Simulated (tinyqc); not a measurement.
Valence-band offset from core levels (Kraut method), with the dipole against the affinity rule: one step of the calculation.

Binding energies are counted downwards from the Fermi level. dEv > 0 means that the valence edge of B lies below that of A, dEc > 0 that the conduction edge of B lies above that of A; dEc + dEv = EgB - EgA. The spectra are made-up values treated as data.

Question. Valence-band maximum of bare A. Fit a straight line to the leading edge by least squares; the maximum vA lies where it meets the background.

Parameters, values chosen for the exercise: background counts in the gap bg = 49.

```
point	binding energy (eV)	counts on the leading edge
0	1.13	120
1	1.25	153
2	1.37	186
3	1.49	222
4	1.61	255
5	1.73	291
```

Find: slope; intercept; vA.

Answer.

slope = 285.0 counts/eV
intercept = -203.1 counts
vA = 0.8844 eV

Program tinyqc, `OMP_NUM_THREADS=1 python tinyqc.py 2410111 2410112 out.jsonl`; Intel Xeon 2.30GHz, shared host, one thread, about 0.01 s.
